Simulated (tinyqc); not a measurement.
Comparisons within one model: band folding and unfolding in a supercell of a chain. A value that a table varies takes the place of the one given here.

A chain with hopping -t and n = 4 sites a supercell. H(K) has v_j on the diagonal, -t between neighbours and -t exp(2 pi i K) on the bond that closes the cell (from the last site to the first of the next cell). The point K holds the n wave vectors k_m = (K + m)/n of the primitive zone, in 2 pi/a, m = 0 to n - 1, with E0 = -2t cos(2 pi k_m). The unfolding weight of a state c on k_m is |sum_j c_j exp(-2 pi i k_m j)|^2/n, j = 0 to n - 1.

Inputs chosen for the exercise: t = 0.78 eV (hopping); v = (1.17, 0, 0, 0) eV (site energies in the supercell); Kq = 0.33 2 pi/(n a) (wave vector in the small zone).

## Minigaps against first-order theory

Gap i lies between minibands i and i + 1, at K = 1/2 for odd i and K = 0 for even i, where k = +/- i/(2n) are degenerate; first order gives 2|V_i|, the Fourier component V_q = (1/n) sum_j v_j exp(-2 pi i q j/n) for q equal to the number of the gap. Computed for the potential at full and at half strength.

Gaps (eV):
```
i  E0 at the crossing  2|V_i|     gap  gap at half strength
1             -1.1031  0.5850  0.4395                0.2544
2              0.0000  0.5850  0.5138                0.2826
3              1.1031  0.5850  0.7305                0.3306
```

What can be read from the table?

The largest miss of first order is 146 meV, at i = 1 and 3; the potential spans 1.50 t.

## From folded lines to real minibands

The potential is scaled by x. For the lowest level at K: energy, second-order estimate E0(k_0) + x V_0 - x^2 sum_m |V_m|^2/(E0(k_m) - E0(k_0)), weight on k_0, and width of the lowest miniband between K = 0 and 1/2.

Lowest level:
```
x      E (eV)  second order (eV)  weight on k_0  miniband width (eV)
0.00  -1.3551            -1.3551          1.000               0.4569
0.25  -1.2943            -1.2956          0.985               0.3917
0.50  -1.2530            -1.2635          0.953               0.3400
1.00  -1.2043            -1.2813          0.884               0.2654
1.50  -1.1782            -1.4085          0.831               0.2156
2.00  -1.1624            -1.6450          0.793               0.1806
3.00  -1.1446            -2.4462          0.746               0.1355
4.00  -1.1349            -3.6849          0.719               0.1081
```

What can be read from the table?

Second order is -77.0 meV off at x = 1 and -1302 meV at x = 3. The weight on the parent k falls to 0.88 at x = 1 and 0.72 at x = 4, and the miniband narrows from 0.457 to 0.108 eV as the state gathers on the low sites. While the weight stays near one the primitive band is still the right picture and the folded copies carry little spectral weight.

## What each change does

The two lowest levels at K and the weight of the lowest on k_0. Each row changes one parameter from the base and keeps the others.

Results:
```
case                     level 1 (eV)  level 2 (eV)  weight
base                          -1.2043       -0.4941  0.8839
t = 0.858 eV                  -1.3320       -0.5668  0.8955
v = (-1.17, 0, 0, 0) eV       -1.8966       -0.9719  0.7686
Kq = 0.335 2 pi/(n a)         -1.2001       -0.5023  0.8796
```

How do the results move?

The largest shifts from the base row, up to three for each result and ties (the steps differ in size, so this ranks the rows, not the parameters). level 1 (eV): v -0.6923, t -0.1277, Kq +0.0043. level 2 (eV): v -0.4777, t -0.0726, Kq -0.0081. weight: v -0.1153, t +0.0116, Kq -0.0042.

(tinyqc, `OMP_NUM_THREADS=1 python tinyqc.py 1451208 1451209 out.jsonl`, Intel(R) Xeon(R) Processor @ 2.30GHz, 1 thread, shared host, about 0.01 s.)
